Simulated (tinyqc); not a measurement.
Interband optics of a two-band s-p chain from momentum matrix elements: sweeps and comparisons. A value that a table varies takes the place of the one given here.

H(k) = [[Es - 2 ts cos ka, 2i V sin ka], [-2i V sin ka, Ep_ + 2 tp cos ka]] in the basis s, p; the lower band is full, with two electrons a cell. The velocity operator times hbar is W = dH/dk (eV angstrom); intra-atomic dipoles are left out.

With w(k) = |<c|W|v>|^2 and D(k) = Ec - Ev, on the mesh k_j = (j + 1/2)/N (2 pi/a): eps(E) = 1 + (8 pi e2/(a Ar)) mean_j (w/D^2) [1/(D - E - i eta) + 1/(D + E + i eta)], e2 = e^2/(4 pi eps0); light polarised along the chains, no local fields.

Constants: e^2/(4 pi eps0) = 14.39964547 eV angstrom; hbar^2/2m0 = 3.80998211 eV angstrom^2.

Inputs chosen for the exercise: a = 3.45 angstrom (period); Es = 1.92 eV (upper orbital (s)); Ep_ = -2.52 eV (lower orbital (p)); ts = 0.63 eV (s-s hopping); tp = 0.64 eV (p-p hopping); V = 1.15 eV (s-p hopping); Ar = 9.7 angstrom^2 (cross-section per chain); eta = 0.2 eV (Lorentzian half width); E = 7.11 eV (photon energy).

## Joint density of states against eps2

Mesh of 2000 points. J(E) = mean of (eta/pi)/((E - D)^2 + eta^2). The fourth column is J times the constant (8 pi^2 e2/(a Ar)) mean(w/D^2). R = |(sqrt(eps) - 1)/(sqrt(eps) + 1)|^2.

Spectrum:
```
E (eV)  J (1/eV)    eps2  eps2 with constant element     eps1      R
1.30       0.015   4.620                       0.931   24.366  0.445
1.88       0.099  43.205                       6.040   29.133  0.613
2.45       0.099  20.372                       6.032  -13.769  0.692
3.03       0.087   6.591                       5.287   -9.165  0.713
3.60       0.085   2.519                       5.200   -4.998  0.715
4.18       0.089   1.080                       5.422   -2.171  0.656
4.76       0.097   0.646                       5.937   -0.149  0.243
5.33       0.113   0.731                       6.881    1.540  0.030
5.91       0.145   1.412                       8.861    3.475  0.111
6.48       0.241   4.194                      14.710    6.696  0.245
7.06       0.602  18.776                      36.739   -6.290  0.600
7.64       0.067   1.962                       4.082   -6.137  0.810
```

What does this show?

Transitions span 1.900 to 7.037 eV. Among the energies listed J peaks at 7.06 eV and eps2 at 1.88 eV. The ratio of eps2 to the constant-element value is 3.38 at 2.45 eV and 0.29 at 6.48 eV: w/D^2 is 17.441 angstrom^2 at the zone centre and 1.292 at the edge.

## Mesh against broadening

eps2 at E for three widths, and eps(0) at eta = 0; the last row is the mesh of 2000 points.

Convergence:
```
N     eta = 0.03 eV  eta = 0.1 eV  eta = 0.3 eV   eps(0)
4            19.883        28.278        14.049   2.4653
8             9.530        17.955        12.322   7.7585
16           11.034        19.336        12.370  15.1230
32           11.134        19.361        12.372  16.2983
64           11.134        19.361        12.372  16.3069
128          11.134        19.361        12.372  16.3069
2000         11.134        19.361        12.372  16.3069
```

What can be read from the table?

The first N from which eps2 stays within 2 % of the last row is 16 for eta = 0.03, 16 for 0.1 and 8 for 0.3 eV; for eps(0) and 0.1 % it is 32. E lies outside the range of transitions, so eps2 is only the tail of the broadening; E is closer to the edge than the larger widths, so it does not simply grow with eta.

## Static constant against the gap

Es takes the values listed; mesh of 400 points; the Penn-type estimate is 1 + 8 pi c e2 n_eff/(a Ar Dm^2) with Dm the f-weighted mean of D, f = w/(c D), n_eff = 2 mean(f), c = hbar^2/2m0.

Results:
```
Es (eV)  smallest D (eV)  Dm (eV)  n_eff  eps(0)  estimate
1.62               1.600    4.278  3.269  22.907     8.360
1.92               1.900    4.579  3.110  16.307     7.112
2.42               2.400    5.077  2.873  10.364     5.593
2.92               2.900    5.573  2.667   7.259     4.538
3.92               3.900    6.564  2.327   4.290     3.225
4.92               4.900    7.554  2.059   2.978     2.487
6.92               6.900    9.537  1.667   1.897     1.755
```

How do the results move?

eps(0) - 1 falls from 21.907 to 0.897, as Dm^-3.99; a fixed n_eff would give the power -2, and n_eff goes from 3.269 to 1.667. The single-gap estimate is low by 66.4 % of eps(0) - 1 in the first row and 15.8 % in the last, since 1/D^2 favours the smallest separations. n_eff need not equal the 2 electrons of the cell: a two-orbital basis with chosen hoppings does not obey the free-electron sum rule.

## What moves the optical response

Mesh of 400 points; n_eff = 2 mean(w/(c D)), c = hbar^2/2m0. Each row changes one parameter from the base and keeps the others.

Results:
```
case                   smallest D (eV)  largest D (eV)  n_eff  eps(0)
base                             1.900           7.037  3.110  16.307
a = 3.623 angstrom               1.900           7.037  3.429  17.074
Es = 2.22 eV                     2.200           7.313  2.964  12.252
ts = 0.756 eV                    1.648           7.237  3.190  21.180
V = 1.265 eV                     1.900           7.208  3.576  18.351
Ar = 10.67 angstrom^2            1.900           7.037  3.110  14.915
```

What can be read from the table?

The largest shifts from the base row, up to three for each result and ties (the steps differ in size, so this ranks the rows, not the parameters). smallest D (eV): Es +0.300, ts -0.252; unchanged at the printed digits by a, V and Ar. largest D (eV): Es +0.276, ts +0.200, V +0.171; unchanged at the printed digits by a and Ar. n_eff: V +0.467, a +0.320, Es -0.146; unchanged at the printed digits by Ar. eps(0): ts +4.873, Es -4.055, V +2.044.

(tinyqc, `OMP_NUM_THREADS=1 python tinyqc.py 1681775 1681776 out.jsonl`, Intel(R) Xeon(R) Processor @ 2.30GHz, 1 thread, shared host, about 0.01 s.)
